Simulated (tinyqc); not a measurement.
# Lateral field, substrate current, probability of reaching the oxide barrier and hot-carrier lifetime of a silicon transistor (pseudo-two-dimensional and lucky-electron models), step by step

A worked calculation. Computed by tinyqc, a small Python program that keeps every step. Command: `OMP_NUM_THREADS=1 python tinyqc.py 3002587 3002588 out.jsonl hotcar walk`. One thread of a shared host (Intel(R) Xeon(R) Processor @ 2.30GHz), about 0.01 s of CPU time with the checks. Intermediate numbers are printed to about 5 digits and carried at full precision; extremes and crossings named in words are read from the listed rows.

Local-field models: a lucky carrier gains its energy at the peak field over a path free of collisions. Voltages are magnitudes.

Inputs (values chosen for the exercise, modelled on a silicon p-channel):
```
quantity                                value                      unit
channel length L                          980                        nm
oxide thickness t                          27                        nm
junction depth x_j                        160                        nm
mobility mu                                98                cm^2/(V s)
saturation velocity v_s                  0.74                  1e7 cm/s
threshold voltage V_T                    0.39                         V
gate voltage V_G                          6.6                         V
drain voltage V_D                          10                         V
ionisation prefactor A_i              7.1e+06                      1/cm
ionisation field B_i                     3.88                     MV/cm
hot-carrier mean free path lambda         5.2                        nm
oxide barrier phi_b                       4.6                        eV
interface-trap threshold phi_it           4.7                        eV
lifetime constant H                      2000  s microampere/micrometre
length of the depleted extension L_n       62                        nm
```

Drain: lightly doped extension.

Constants: eps_0 = 8.8541878128e-12 F/m.

## Saturation point and current

C_ox = 3.9 eps_0/t; F_sat = 2 v_s/mu; V_Dsat = V_ov F_sat L/(V_ov + F_sat L), V_ov = V_G - V_T; I_D/W = C_ox v_s (V_ov - V_Dsat).

F_sat = 151.02 kV/cm

V_Dsat = 4.3745 V

drain current I_D/W = 173.72 microampere/micrometre

## Peak lateral field

Scale length l = 0.22 t^(1/3) x_j^(1/2) (all in cm); F_m = sqrt(((V_D - V_Dsat)/l_e)^2 + F_sat^2), with l_e = l + L_n; length of the velocity-saturated region l_e ln((V_D - V_Dsat)/(l_e F_sat) + F_m/F_sat).

scale length l = 122.54 nm

peak field F_m = 340.20 kV/cm

velocity-saturated length = 267.93 nm

energy gained over one free path, e lambda F_m = 0.17690 eV

The field rises from F_sat to F_m as cosh(x/l_e), a factor 2.3, over 27 % of L.

## Hot-carrier currents and lifetime

Substrate current I_sub/I_D = (A_i/B_i)(V_D - V_Dsat) exp(-B_i/F_m); probability of reaching the oxide barrier exp(-phi_b/(e lambda F_m)); lifetime tau = (H/(I_D/W)) exp(phi_it/(e lambda F_m)).

I_sub/I_D = 1.1467e-04

substrate current I_sub/W = 0.019920 microampere/micrometre

probability of reaching phi_b = 5.0950e-12

lifetime tau = 3.9769e+12 s

exponent m = phi_it/(e lambda B_i) = 2.3295

Since both exponentials depend on 1/F_m, tau I_D scales about as (I_sub/I_D)^(-m) with m = 2.33, which lets I_sub serve as the monitor. The lifetime is 12600 times ten years (3.156e8 s).

## Substrate current against gate voltage

The formulas are those given above.

At the given drain voltage:
```
V_G (V)  V_Dsat (V)  I_D/W (microampere/micrometre)  F_m (kV/cm)  I_sub/W (microampere/micrometre)     tau (s)
0.92         0.5117                            1.73       535.89                          0.021591  2.4373e+10
1.50         1.0326                            7.33       508.87                          0.058715  1.4122e+10
2.30         1.6917                           20.66       474.88                          0.088856  1.7861e+10
3.40         2.5013                           48.14       433.51                          0.085686  4.7138e+10
4.60         3.2776                           88.24       394.34                          0.057881  2.0394e+11
6.20         4.1721                          155.01       350.06                          0.025389  2.1089e+12
7.80         4.9378                          233.97       313.14                          0.009011  2.9325e+13
9.40         5.6005                          322.68       282.21                          0.002778  5.0282e+14
11.00        6.1798                          419.28       256.25                          0.000778  9.9342e+15
```

I_sub peaks at V_G = 2.3 V, 0.23 V_D: a higher gate voltage brings more carriers but raises V_Dsat and so lowers F_m. The shortest lifetime among the rows lies at V_G = 1.5 V, below that of the largest I_sub, since tau depends more steeply on the field.

## Extrapolating accelerated tests

V_10 solves tau = 3.156e8 s at the given V_G. The extrapolation fits ln(tau) against 1/V_D at 1, 1.08, 1.16 and 1.25 times the given V_D (rounded to 3 digits) by least squares and reads off the same tau.

Stress points:
```
V_D (V)  1/V_D (1/V)     tau (s)
10.0         0.10000  3.9769e+12
10.8         0.09259  2.5336e+11
11.6         0.08621  2.5991e+10
12.5         0.08000  3.1177e+09
```

ten-year drain voltage V_10 = 13.706 V

V_10 from the 1/V_D extrapolation = 13.560 V

The extrapolation is 146 mV below the true value.

Checks made by the program: voltage drop as the integral of F_sat cosh(x/l_e) over the saturated length (relative difference below 1e-10).
